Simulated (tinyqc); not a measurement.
# From share of neutral donors in the ground state back to temperature T

Model: valley-orbit splitting of a donor ground state, with strain. Computed by tinyqc, a small Python program. Command: `OMP_NUM_THREADS=1 python tinyqc.py 3004256 3004257 out.jsonl valleyorbit inv`. One thread of a shared host (Intel(R) Xeon(R) Processor @ 2.30GHz), about 0.01 s of CPU time with the checks.

The basis is the 1s envelope in each valley; energies are counted from the unstrained conduction-band edge. The strain is e_s (a a^T - 1/3) for the unit stress axis a, so valley j along n_j moves by Xi_u e_s w_j with w_j = (n_j.a)^2 - 1/3: -1/3 for x and y, +2/3 for z.

Inputs (values chosen for the exercise, modelled on donors in silicon):
```
quantity                                     value   unit
single-valley binding energy E_0              31.3    meV
central-cell shift Lambda                     8.21    meV
coupling Delta_1                              1.94    meV
coupling Delta_2                              1.26    meV
shear deformation potential Xi_u              8.83     eV
shear strain e_s                          -3.8e-05      -
donor density N_D                          2.5e+15  cm^-3
density-of-states mass of one valley m_e     0.335    m_0
```

Valleys: six along <100>. Stress axis: [001].

Constants: k_B = 8.617333262e-05 eV/K; m_0 = 9.1093837015e-31 kg; k_B = 1.380649e-23 J/K; h = 6.62607015e-34 J s.

Method. H_jj = -(E_0 + Lambda) + Xi_u e_s w_j; H_jk = -Delta_2 between opposite valleys and -Delta_1 between perpendicular ones. z = sum over levels of exp(-(E - E_ground)/k_B T), the ground-state share being 1/z; N_c = 2 (2 pi m_e k_B T/h^2)^(3/2) sum_j exp(-(shift_j - lowest shift)/k_B T); n1 = N_c/(2 z) exp(-binding/k_B T), binding = lowest shift - E_ground; without compensation n = 2 N_D/(1 + sqrt(1 + 4 N_D/n1)) (Boltzmann statistics; p and higher states left out).

Problem. A run gave the result below. Find the temperature T, known to lie between 31 and 79 K.

share of neutral donors in the ground state = 0.6745085

Solution.

Each step takes the trial c = (a f_b - b f_a)/(f_b - f_a), f being the result less the target and a, b, c the logarithms of the listed values; c replaces end b, the old b replaces a if the sign of f changed, and otherwise f_a is halved.

Scan of the range:
```
temperature T (K)  share of neutral donors in the ground state
31.0                                                  0.917741
36.2                                                  0.862721
42.3                                                  0.793095
49.5                                                  0.714268
57.8                                                  0.635301
67.6                                                  0.560296
79.0                                                  0.493991
```

False position (Illinois rule, in the logarithm of the input) inside the bracket:
```
step    end a    end b    trial  share of neutral donors in the ground state
1     49.5000  57.8000  53.5182                                     0.674239
2     49.5000  53.5182  53.4624                                     0.674772
3     53.5182  53.4624  53.4900                                     0.674508
4     53.4624  53.4900  53.4900                                     0.674509
```

Share of neutral donors in the ground state falls at every point of a 13-point scan of the range (every second point is shown), so one value fits; it is bracketed by 49.5 and 57.8. Answer: temperature T = 53.49 K.
